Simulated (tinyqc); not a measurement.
Order of mass and momentum: stepped quantum well by finite differences.

Finite differences on points z_i at the centres of cells of width h: H_ii = (c/h^2)(1/m_(i-1/2) + 1/m_(i+1/2)) + V_i, H_(i,i+1) = -(c/h^2)/m_(i+1/2), where m_(i+1/2) is the mean of the masses at the two points (the end values are repeated outwards), psi = 0 on the points beyond both ends, c = hbar^2/2m0. The field adds e F (z - z0) with z0 the middle of the structure; 1 kV/cm = 1e-5 eV/angstrom.

Constants: hbar^2/2m0 = 3.80998211 eV angstrom^2.

Values chosen for the exercise (out of a larger set: near those of a GaAs well in AlGaAs; not measured data):
- layers = ((92, 0.251, 0.0927), (46, 0, 0.0654), (92, 0.123, 0.0788), (92, 0.251, 0.0927)) (each layer: thickness in angstrom, band edge in eV, mass in m0)
- F = 35 kV/cm (field along z)
- hf = 1.4375 angstrom (cell width of the fine grid)

Fine grid. Hermitian kinetic operators m^a p m^b p m^a with 2a + b = -1: H_ii = (c/h^2) m_i^(2a) (m_(i-1/2)^b + m_(i+1/2)^b) + V_i, H_(i,i+1) = -(c/h^2) m_i^a m_(i+1)^a m_(i+1/2)^b; BenDaniel-Duke is a = 0. The halved form has H_ii = 2c/(h^2 m_i) + V_i and H_(i,i+1) = -(c/2h^2)(1/m_i + 1/m_(i+1)). The shifts are measured against BenDaniel-Duke; the last column repeats E1 with cells of hf/4.

Levels (eV):

| operator | E1 | E2 | E1 - E1(BDD) (meV) | E1 at hf/4 |
|---|---|---|---|---|
| BenDaniel-Duke | 0.0562 | 0.1643 | 0.0 | 0.0562 |
| (1/m) p^2 + p^2 (1/m), halved | 0.0552 | 0.1610 | -1.0 | -0.0102 |
| m^(-1/2) p^2 m^(-1/2) | 0.0676 | 0.1662 | 11.5 | 0.0677 |
| m^(-1/4) p m^(-1/2) p m^(-1/4) | 0.0619 | 0.1652 | 5.7 | 0.0619 |
| one mass, the smallest | 0.0620 | 0.1695 | 5.8 | 0.0620 |

The three forms m^a p m^b p m^a span 11.5 meV in E1, 11 % of E2 - E1; they differ only at the mass steps (largest to smallest mass 1.42), where m^a psi is the continuous quantity. Dropping the mass step altogether moves E1 by +5.8 meV. Refining the grid moves the halved form by -65.4 meV, against at most 0.05 meV for the other three: at an abrupt step it has no limit as the grid is refined.

Computed by tinyqc, a small Python program: `OMP_NUM_THREADS=1 python tinyqc.py 1281480 1281481 out.jsonl` (the numbers bound the seed that draws the inputs); one thread of a shared host (Intel(R) Xeon(R) Processor @ 2.30GHz), about 0.02 s for the whole set of steps.
